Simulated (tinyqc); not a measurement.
Worked calculation: RHF in the sto-6g basis, for H3+, spin multiplicity 1. One step of it, computed by the program tinyqc.

Task: Orthogonalisation. S = U s U^T; symmetric (Loewdin) form X = U s^(-1/2) U^T, so that X^T S X = 1.

overlap S, order 1H 1s, 2H 1s, 3H 1s:
```
[[1.000000, 0.250638, 0.250966],
 [0.250638, 1.000000, 0.250785],
 [0.250966, 0.250785, 1.000000]]
```

Give: eigenvalues of S; X.

Result:

eigenvalues of S: [0.7490, 0.7494, 1.5016]

X, order 1H 1s, 2H 1s, 3H 1s:
```
[[1.0422, -0.1130, -0.1132],
 [-0.1130, 1.0422, -0.1131],
 [-0.1132, -0.1131, 1.0423]]
```
